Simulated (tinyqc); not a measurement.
Worked calculation: sp3 tight binding, zinc-blende lattice. One step of it, computed by the program tinyqc.

Task: Bloch Hamiltonian at L. Slater-Koster rules over the four bonds with direction cosines (l, m, n): ss V_ss; s-px l V_sp; px-s -l V_sp; px-px l^2 V_pps + (1 - l^2) V_ppp; px-py l m (V_pps - V_ppp); each times exp(i k.d).

Parameters chosen for this model: zinc-blende lattice, anion at 0, cation at a/4 (1,1,1); V = eta hbar^2 / (m d^2), hbar^2/m = 7.619964 eV angstrom^2:
```
parameter          value      unit
a               5.530000  angstrom
d               2.394560  angstrom
Es anion      -18.780000        eV
Ep anion       -8.760000        eV
Es cation     -13.560000        eV
Ep cation      -6.040000        eV
eta ss         -1.320000
eta sp          1.420000
eta pp sigma    2.220000
eta pp pi      -0.630000
V ss           -1.754185        eV
V sp            1.887077        eV
V pp sigma      2.950220        eV
V pp pi        -0.837225        eV
```

k point L (2 pi / a): 0.500000  0.500000  0.500000

Give: H(k) at L.

Result:

H(k) at L (eV), lower triangle (Hermitian):
```
                  a s             a px             a py             a pz
a s          -18.7800
a px           0.0000          -8.7600
a py           0.0000           0.0000          -8.7600
a pz           0.0000           0.0000           0.0000          -8.7600
c s   -2.4808-2.4808i   1.5408+1.5408i   1.5408+1.5408i   1.5408+1.5408i
c px  -1.5408-1.5408i   0.6014+0.6014i  -1.7854-1.7854i  -1.7854-1.7854i
c py  -1.5408-1.5408i  -1.7854-1.7854i   0.6014+0.6014i  -1.7854-1.7854i
c pz  -1.5408-1.5408i  -1.7854-1.7854i  -1.7854-1.7854i   0.6014+0.6014i

           c s     c px     c py     c pz
c s   -13.5600
c px    0.0000  -6.0400
c py    0.0000   0.0000  -6.0400
c pz    0.0000   0.0000   0.0000  -6.0400
```
